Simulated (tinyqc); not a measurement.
# Junctionless gate-all-around wire, depletion approximation: what changes with what

A uniformly doped n-type wire of radius R under a surrounding gate; long channel. Below flat band a shell from radius rc to R is fully depleted and the neutral core, at channel potential V (0 at the source, Vd at the drain), carries the current with constant mobility; s = (rc/R)^2 is the share of the cross-section that conducts. The edge of the depleted shell is taken as abrupt, so there is no subthreshold current.

Inputs (values chosen for the exercise); material values close to those of gallium nitride: relative permittivity of the semiconductor eps_r = 9.46; relative permittivity of the gate insulator eox = 3.9; insulator thickness tox = 1.8 nm; wire radius R = 8 nm; donor density Nd = 1.5e19 cm^-3; flat-band voltage Vfb = 0.68 V; effective mobility in the wire mu = 89 cm^2/(V s); gate length L = 0.2 um; drain voltage Vd = 0.5 V.

Constants: q = 1.602176634e-19 C, eps0 = 8.8541878128e-14 F/cm where lengths are in cm. Results are converted to the units shown.

Each table varies one quantity; the others keep the values above.

## Transfer curve

Cox = eps0 eox/(R ln(1 + tox/R)); A = q Nd R^2/(4 eps0 eps_r); B = q Nd R/(2 Cox); VT = Vfb - A - B. s solves Vfb - Vg + V = A (1 - s + s ln s) + B (1 - s), and s = 0 where the left side exceeds A + B. I = (q mu Nd pi R^2/L)[g(s0) - g(sL)], g = A (s^2/4 - (s^2/2) ln s) + B s^2/2, with s0 at V = 0 and sL at V = Vd.

Transfer curve:

| Vg (V) | s0 | rc at the source (nm) | sL | I (uA) |
|---|---|---|---|---|
| -0.16 | 0.02780 | 1.334 | 0 | 0.01932 |
| -0.06 | 0.08337 | 2.310 | 0 | 0.1362 |
| 0.05 | 0.1605 | 3.205 | 0 | 0.4214 |
| 0.15 | 0.2447 | 3.957 | 0 | 0.8546 |
| 0.25 | 0.3431 | 4.686 | 0 | 1.484 |
| 0.35 | 0.4575 | 5.411 | 0.03265 | 2.316 |
| 0.45 | 0.5909 | 6.150 | 0.08972 | 3.310 |
| 0.56 | 0.7650 | 6.997 | 0.1683 | 4.605 |
| 0.66 | 0.9567 | 7.825 | 0.2539 | 5.998 |

Between VT = -0.231 V and flat band, the core radius rises from 1.33 to 7.82 nm and the current rises from 0.0193 to 6.00 uA. The drain end is pinched off in 5 of the 9 rows. ds0/dVg is 0.556 1/V between the first two rows and 1.92 1/V between the last two: the gate acts more strongly when the depleted shell between it and the core is thin. At Vg = -0.16 V the core at the source is under two Debye lengths (at 300 K) in radius, so the abrupt edge fails.

## Effect of the wire radius on the threshold

Same model as above.

The flat-band conductance is G0 = q mu Nd pi R^2/L.

Effect of the wire radius on the threshold:

| R (nm) | Cox (uF/cm^2) | A (V) | B (V) | VT (V) | G0 (uS) |
|---|---|---|---|---|---|
| 2.7 | 2.5037 | 0.052291 | 0.12959 | 0.49812 | 2.4493 |
| 3.6 | 2.3657 | 0.092962 | 0.18286 | 0.40418 | 4.3543 |
| 4.8 | 2.2590 | 0.16527 | 0.25532 | 0.25941 | 7.7409 |
| 6.5 | 2.1732 | 0.30306 | 0.35940 | 0.017538 | 14.195 |
| 8.8 | 2.1085 | 0.55548 | 0.50151 | -0.37698 | 26.018 |
| 12 | 2.0589 | 1.0329 | 0.70034 | -1.0533 | 48.381 |
| 16 | 2.0244 | 1.8363 | 0.94972 | -2.1060 | 86.011 |

What does the table show?

As R goes from 2.7 to 16 nm, VT falls from 0.498 to -2.11 V and G0 rises from 2.45 to 86.0 uS. A + B goes on average as R^(1.53). The device is normally off (VT > 0) in 4 of the 7 rows. More conductance costs threshold voltage: the same dopants that conduct must be depleted. For R = 12 to 16 nm the surface field at full depletion passes 1.5 MV/cm, where tunnelling or breakdown may set in. At R = 2.7 nm quantum confinement, left out here, matters.

tinyqc, about 0.01 s, one thread, Intel Xeon 2.30GHz (shared host): `OMP_NUM_THREADS=1 python tinyqc.py 2460079 2460080 out.jsonl`
